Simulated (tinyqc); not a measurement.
Inside a calculation: electrons shared among three sets of ellipsoidal valleys. Values are carried at full precision from step to step, so a last printed digit may differ when a step is redone from the rounded ones.

Constants: hbar^2/2m0 = 3.80998211 eV angstrom^2; kB = 8.617333262e-05 eV/K.

Values chosen for the exercise (masses and offsets near those of GaAs; mobilities are free inputs, held fixed; shifted at random, so the results belong to these values and not to a real crystal): ml = (0.069, 1.944, 1.337) m0 (longitudinal masses of Gamma, L, X); mt = (0.069, 0.0779, 0.2187) m0 (transverse masses); M = (1, 4, 3) (valleys in each set); T = 77 K; dE = (0, 0.351, 0.551) eV (edges of Gamma, L, X above the first); n = 2.6e+16 1/cm^3 (total electron density); mu = (8100, 750, 340) cm^2/(V s) (mobility of each set).

## Masses of each set

One valley: m_d = (ml mt^2)^(1/3). Whole set: m_de = M^(2/3) m_d. Mean over three axes: 1/m_c = (1/ml + 2/mt)/3. Anisotropy K = ml/mt.

m_d, m_de, m_c (m0) and K of each set:
```
set       m_d    m_de     m_c      K
Gamma  0.0690  0.0690  0.0690   1.00
L      0.2276  0.5736  0.1146  24.96
X      0.3999  0.8318  0.3032   6.11
```

m_de/m_c is 1.00 for Gamma, 5.01 for L, 2.74 for X: many anisotropic valleys give many states at a light conductivity mass. m_c is the mean over three axes; a set that holds only some of the equivalent valleys conducts with a mass that depends on direction.

## Effective densities of states

N_i = M_i times N = 2 (m kB T/(4 pi c))^(3/2) with c = hbar^2/2m0, in 1/angstrom^3; times 1e24 for 1/cm^3, with m = (ml mt^2)^(1/3).

kT = 0.006635 eV

N_i (1/cm^3): Gamma 5.9143e+16, L 1.4177e+18, X 2.4755e+18

## Fermi level and populations

F_j(eta) = (1/Gamma(j + 1)) integral_0^infinity x^j dx/(1 + exp(x - eta)), which tends to exp(eta) for eta << 0.

Solve n = sum_i N_i F_1/2((EF - dE_i)/kT), energies from the edge of the first set.

EF = -0.0044 eV

eta_i: Gamma -0.67, L -53.57, X -83.71

n_i (1/cm^3): Gamma 2.60e+16, L 7.73e-06, X 1.10e-18

shares: Gamma 1.0000, L 0.0000, X 0.0000

Gamma holds most electrons (100.0 %). Boltzmann weights N_i exp(-dE_i/kT) would give L a share of 0.0000.

## Drift and Hall mobility of the mixture

With f_i the shares, mu_drift = sum f_i mu_i; low-field Hall mobility mu_H = sum f_i mu_i^2/mu_drift (scattering and anisotropy factors set to 1); the Hall density is n mu_drift/mu_H; rho = 1/(e n mu_drift), e = 1.602176634e-19 C.

mu_drift = 8100 cm^2/(V s)
mu_H = 8100 cm^2/(V s)
Hall density = 2.60e+16 1/cm^3
rho = 0.0296 ohm cm

A Hall measurement would read 100.0 % of the true density.

## Checks

- Share of L at n = 1e10 1/cm^3 against the Boltzmann weight: both 2.548e-22.

Computed by tinyqc, a small Python program: `OMP_NUM_THREADS=1 python tinyqc.py 1650131 1650132 out.jsonl` (the numbers bound the seed that draws the inputs); one thread of a shared host (Intel(R) Xeon(R) Processor @ 2.30GHz), about 0.01 s for the whole set of steps.
